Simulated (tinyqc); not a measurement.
A periodic Ge profile (wiggle well): inter-valley coupling by envelope functions against a chain of atomic planes.

Chain: E(phi) = e0 + 2 v cos(phi) + 2 u cos(2 phi), cos(phi0) = -v/(4u), e0 = 2u + v^2/(4u); plane j = 0, 1, ... has the potential V_j = dE x_j + F (j - 30) a/4 (1 MV/m = 1e-4 V/angstrom). There are 30 barrier planes a side; with y = j - 29.5, x_j = xb (f(y) + f(Nw - y)), f(y) = 1/(1 + exp(y/L)), plus any Ge added in the well. The valley splitting is the spacing of the two lowest levels. Envelope theory: F_j solves a one-valley chain with hopping -b and diagonal 2b + V_j, b = 4u sin^2(phi0), sum F_j^2 = 1; the valleys couple by Dv = sum_j F_j^2 V_j exp(-2 i phi0 j) and split by 2|Dv|.

Values chosen for the exercise (near those of the Delta valleys of silicon in a SiGe well; shifted at random, so the results belong to these values and not to a real crystal): a = 5.431 angstrom (lattice constant; planes lie a/4 apart); u = 0.65 eV (second-neighbour hopping); v = 0.702 eV (nearest hopping); Nw = 57 (planes in the well); L = 0.75 planes (interface width); xb = 0.23 (Ge fraction of the barriers); dE = 0.55 eV (offset per unit Ge fraction); F = 8 MV/m (field); xw = 0.005 (mean Ge fraction of the wiggle).

periods (planes): pi/phi0 1.70351, pi/(pi - phi0) 2.42145

Added fraction xw (1 - cos(2 pi (j - 30)/p)) on the well planes; p = f times the resonant period pi/(pi - phi0). At resonance the estimate is dE xw.

Against period:

| f | p (planes) | mean of the doublet (meV) | splitting, chain (micro-eV) | envelope |
|---|---|---|---|---|
| 0.90 | 2.1793 | 30.58 | 232 | 246 |
| 0.95 | 2.3004 | 30.56 | 1305 | 1340 |
| 0.98 | 2.3730 | 30.58 | 2384 | 2401 |
| 0.99 | 2.3972 | 30.59 | 2601 | 2603 |
| 1.00 | 2.4214 | 30.59 | 2683 | 2671 |
| 1.01 | 2.4457 | 30.59 | 2625 | 2601 |
| 1.02 | 2.4699 | 30.58 | 2445 | 2412 |
| 1.05 | 2.5425 | 30.56 | 1542 | 1496 |
| 1.10 | 2.6636 | 30.57 | 457 | 427 |
| 1.50 | 3.6322 | 30.59 | 33 | 31 |
| 3.00 | 7.2643 | 30.60 | 25 | 24 |

What does the comparison show, and why?

The splitting peaks at f = 1 with 2.68 meV, against the estimate dE xw = 2.75 meV, and is 0.89 and 0.91 of the value at f = 1 two per cent off to either side: the width of the resonance is set by the number of periods under the envelope. At f = 3 it is 25 micro-eV. The chain has one orbital a plane and knows only this resonance; longer periods that work through other bands are outside it.

tinyqc: `OMP_NUM_THREADS=1 python tinyqc.py 1450067 1450068 out.jsonl`; about 0.05 s, one thread, shared Intel(R) Xeon(R) Processor @ 2.30GHz.
